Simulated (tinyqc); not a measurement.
# Worked calculation: Schottky barrier on an n-type semiconductor with a doping step, non-linear Poisson equation by Newton steps

Program tinyqc, `OMP_NUM_THREADS=1 python tinyqc.py 2020034 2020035 out.jsonl`; Intel Xeon 2.30GHz, shared host, one thread, about 0.06 s. Printed values are rounded; ~0 in a residual or rate marks an entry under 1e-11 of the largest of its column.

One dimension, metal at x = 0, donor density C(x) = N1 for x < x1 and Nd beyond. Energies are counted from the electron Fermi level of the semiconductor and the conduction-band edge is Ec = -psi, so n = Nc exp(psi/Vt); holes follow the Fermi level of the metal, at -V, so p = Nv exp((V - psi - Eg)/Vt). Ends: psi(0) = V - phiB and psi = Vt ln(Nd/Nc) deep inside. Boltzmann statistics, full ionisation, no current, no image force in the Poisson equation.

Values chosen for this exercise; band and dielectric values close to those of gallium arsenide:
- T = 300 K (temperature)
- Eg = 1.45 eV (band gap)
- eps_r = 13.1 (relative permittivity)
- Nc = 4.4e17 cm^-3 (conduction-band density of states at T)
- Nv = 9.18e18 cm^-3 (valence-band density of states at T)
- Nd = 4.6e15 cm^-3 (donor density deep in the semiconductor)
- phiB = 0.77 eV (barrier height)
- V = 0 V (bias of the metal against the semiconductor)
- x1 = 330 nm (depth of the doping step)
- N1 = 2.3e14 cm^-3 (donor density above the step)

Constants: q = 1.602176634e-19 C, kB = 1.380649e-23 J/K, Vt = kB T/q, eps0 = 8.8541878128e-14 F/cm where lengths are in cm. Results are converted to the units shown.

## End potentials, built-in voltage, Debye length

psi_0 = V - phiB, psi_b = Vt ln(Nd/Nc), Vbi = phiB - Vt ln(Nc/Nd), LD = sqrt(eps0 eps_r Vt/(q Nd)), W = sqrt(2 eps0 eps_r (Vbi - V)/(q Nd)), hole density at the metal p_0 = Nv exp((phiB - Eg)/Vt).

psi_0 = -0.77 V
psi_b = -0.117904 V
Vbi = 0.652096 V
LD = 63.7856 nm
W for uniform Nd = 453.051 nm
p_0 = 3.46215e7 cm^-3

The hole density at the metal is 7.5e-9 times Nd, so holes hardly matter.

## Doping on the mesh

| node | x (nm) |
|---|---|
| 0 | 0 |
| 1 | 52 |
| 2 | 116 |
| 3 | 193 |
| 4 | 288 |
| 5 | 404 |
| 6 | 545 |
| 7 | 718 |
| 8 | 929 |
| 9 | 1190 |
| 10 | 1500 |

C = N1 for x < x1 and Nd beyond, taken at the nodes.

| node | donor density C (cm^-3) |
|---|---|
| 0 | 2.3e14 |
| 1 | 2.3e14 |
| 2 | 2.3e14 |
| 3 | 2.3e14 |
| 4 | 2.3e14 |
| 5 | 4.6e15 |
| 6 | 4.6e15 |
| 7 | 4.6e15 |
| 8 | 4.6e15 |
| 9 | 4.6e15 |
| 10 | 4.6e15 |

## Couplings between neighbouring nodes

a_i = eps0 eps_r/h_i for the interval from node i to i + 1, with h_i = x_(i+1) - x_i in cm.

| interval | coupling a_i (F/cm^2) |
|---|---|
| 0 | 2.23057e-7 |
| 1 | 1.81234e-7 |
| 2 | 1.50636e-7 |
| 3 | 1.22095e-7 |
| 4 | 9.99913e-8 |
| 5 | 8.22623e-8 |
| 6 | 6.70462e-8 |
| 7 | 5.49715e-8 |
| 8 | 4.44406e-8 |
| 9 | 3.74161e-8 |

## Starting potential

The parabola psi_b - (psi_b - psi_0)(1 - x/W)^2 for x < W and psi_b beyond, with psi_0 = V - phiB, psi_b = Vt ln(Nd/Nc), W = sqrt(2 eps0 eps_r (psi_b - psi_0)/(q Nd)).

| node | psi at the start (V) |
|---|---|
| 0 | -0.770000 |
| 1 | -0.628899 |
| 2 | -0.478822 |
| 3 | -0.332753 |
| 4 | -0.204451 |
| 5 | -0.125547 |
| 6 | -0.117904 |
| 7 | -0.117904 |
| 8 | -0.117904 |
| 9 | -0.117904 |
| 10 | -0.117904 |

## Iteration 1: densities, residual and Jacobian diagonal

n_i = Nc exp(psi_i/Vt), p_i = Nv exp((V - psi_i - Eg)/Vt), rho_i = p_i - n_i + C_i, g_i = (n_i + p_i)/Vt. Box widths w_i = (h_(i-1) + h_i)/2 in cm. Residual F_i = a_i (psi_(i+1) - psi_i) - a_(i-1) (psi_i - psi_(i-1)) + q rho_i w_i; Jacobian: a_(i-1) and a_i beside the diagonal, b_i = -a_(i-1) - a_i - q g_i w_i on it. The two end nodes are fixed.

| node | n (cm^-3) | p (cm^-3) |
|---|---|---|
| 0 | 51053.1 | 3.46215e7 |
| 1 | 1.19790e7 | 1.47553e5 |
| 2 | 3.97742e9 | 444.391 |
| 3 | 1.13096e12 | 1.56286 |
| 4 | 1.61745e14 | 0.0109279 |
| 5 | 3.42254e15 | 5.16439e-4 |
| 6 | 4.6e15 | 3.84246e-4 |
| 7 | 4.6e15 | 3.84246e-4 |
| 8 | 4.6e15 | 3.84246e-4 |
| 9 | 4.6e15 | 3.84246e-4 |
| 10 | 4.6e15 | 3.84246e-4 |

| node | residual F (C/cm^2) | diagonal b (F/cm^2) |
|---|---|---|
| 1 | -4.06088e-9 | -4.04292e-7 |
| 2 | -4.93607e-9 | -3.31871e-7 |
| 3 | -6.02286e-9 | -2.72791e-7 |
| 4 | -7.65999e-9 | -2.32661e-7 |
| 5 | -4.83669e-9 | -4.54817e-7 |
| 6 | -6.28795e-10 | -5.96892e-7 |
| 7 | ~0 | -6.69381e-7 |
| 8 | ~0 | -7.72212e-7 |
| 9 | ~0 | -8.95774e-7 |

## Iteration 1: Newton step

Solve the tridiagonal system a_(i-1) d_(i-1) + b_i d_i + a_i d_(i+1) = -F_i for nodes 1 to 9, with d = 0 on fixed nodes. The full step is added.

| node | Newton step d (V) |
|---|---|
| 1 | -0.058876 |
| 2 | -0.108931 |
| 3 | -0.136386 |
| 4 | -0.120997 |
| 5 | -0.038396 |
| 6 | -0.006418 |
| 7 | -0.000647 |
| 8 | -0.000046 |
| 9 | -0.000002 |

| node | psi after iteration 1 (V) |
|---|---|
| 0 | -0.770000 |
| 1 | -0.687774 |
| 2 | -0.587753 |
| 3 | -0.469139 |
| 4 | -0.325448 |
| 5 | -0.163944 |
| 6 | -0.124321 |
| 7 | -0.118550 |
| 8 | -0.117950 |
| 9 | -0.117906 |
| 10 | -0.117904 |

## Iteration 2: densities, residual and Jacobian diagonal

As before.

| node | n (cm^-3) | p (cm^-3) |
|---|---|---|
| 0 | 51053.1 | 3.46215e7 |
| 1 | 1.22844e6 | 1.43885e6 |
| 2 | 5.88358e7 | 30041.8 |
| 3 | 5.78448e9 | 305.565 |
| 4 | 1.50029e12 | 1.17813 |
| 5 | 7.75032e14 | 0.00228059 |
| 6 | 3.58876e15 | 4.92519e-4 |
| 7 | 4.48637e15 | 3.93978e-4 |
| 8 | 4.59179e15 | 3.84933e-4 |
| 9 | 4.59959e15 | 3.84280e-4 |
| 10 | 4.6e15 | 3.84246e-4 |

| node | residual F (C/cm^2) | diagonal b (F/cm^2) |
|---|---|---|
| 1 | -1.44735e-17 | -4.04292e-7 |
| 2 | -1.45041e-14 | -3.31870e-7 |
| 3 | -6.67078e-12 | -2.72731e-7 |
| 4 | -1.00873e-9 | -2.22184e-7 |
| 5 | -5.01473e-9 | -2.43975e-7 |
| 6 | -3.28787e-10 | -4.98497e-7 |
| 7 | -4.38949e-12 | -6.55860e-7 |
| 8 | -2.77118e-14 | -7.71012e-7 |
| 9 | -8.25596e-17 | -8.95702e-7 |

## Iteration 2: Newton step

As before.

| node | Newton step d (V) |
|---|---|
| 1 | -0.0059990 |
| 2 | -0.0133823 |
| 3 | -0.0222652 |
| 4 | -0.0331702 |
| 5 | -0.0364300 |
| 6 | -0.0067657 |
| 7 | -0.0007025 |
| 8 | -0.0000503 |
| 9 | -0.0000025 |

| node | psi after iteration 2 (V) |
|---|---|
| 0 | -0.770000 |
| 1 | -0.693773 |
| 2 | -0.601135 |
| 3 | -0.491404 |
| 4 | -0.358618 |
| 5 | -0.200374 |
| 6 | -0.131087 |
| 7 | -0.119253 |
| 8 | -0.118000 |
| 9 | -0.117908 |
| 10 | -0.117904 |

## Course of the Newton iteration

Stop when the largest undamped |d| is below 1e-9 V, or after 80 iterations.

Course of the iteration:

| iteration | largest \|F\| (C/cm^2) | largest \|d\| (V) | at node |
|---|---|---|---|
| 1 | 7.66e-9 | 0.136 | 3 |
| 2 | 5.01e-9 | 0.0364 | 5 |
| 3 | 1.04e-9 | 0.0100 | 5 |
| 4 | 3.67e-11 | 3.27e-4 | 5 |
| 5 | 1.28e-13 | 4.70e-7 | 5 |
| 6 | 8.87e-19 | 2.81e-12 | 6 |

Converged in 6 iterations. Once the step is below 0.1 Vt, 2 more iteration(s) reach the threshold: near the solution the error is roughly squared each time.

## Converged densities, field and barrier lowering

| node | converged psi (V) |
|---|---|
| 0 | -0.770000 |
| 1 | -0.695110 |
| 2 | -0.604116 |
| 3 | -0.496364 |
| 4 | -0.366019 |
| 5 | -0.210743 |
| 6 | -0.133955 |
| 7 | -0.119564 |
| 8 | -0.118022 |
| 9 | -0.117910 |
| 10 | -0.117904 |

n and p as above; E_i = -(psi_(i+1) - psi_i)/h_i; at the metal |E_0| = |E on interval 0| + q rho_0 (h_0/2)/(eps0 eps_r), rho_0 = p_0 - n_0 + C_0; image-force lowering dphi = sqrt(q |E_0|/(4 pi eps0 eps_r)).

| node | n (cm^-3) | p (cm^-3) |
|---|---|---|
| 0 | 51053.1 | 3.46215e7 |
| 1 | 9.24967e5 | 1.91091e6 |
| 2 | 3.12429e7 | 56574.0 |
| 3 | 2.01792e9 | 875.917 |
| 4 | 3.12325e11 | 5.65927 |
| 5 | 1.26801e14 | 0.0139395 |
| 6 | 2.47235e15 | 7.14920e-4 |
| 7 | 4.31389e15 | 4.09731e-4 |
| 8 | 4.57892e15 | 3.86015e-4 |
| 9 | 4.59895e15 | 3.84334e-4 |
| 10 | 4.6e15 | 3.84246e-4 |

| interval | field E (kV/cm) |
|---|---|
| 0 | -14.4020 |
| 1 | -14.2177 |
| 2 | -13.9938 |
| 3 | -13.7205 |
| 4 | -13.3858 |
| 5 | -5.4460 |
| 6 | -0.8319 |
| 7 | -0.0731 |
| 8 | -0.0043 |
| 9 | -0.0002 |

|E_0| at the metal = 14.4846 kV/cm
image-force lowering = 12.6181 mV

A mesh of about 1000 nodes or more gives |E_0| = 14.92 kV/cm; the 11-node value is 2.9 % below it.
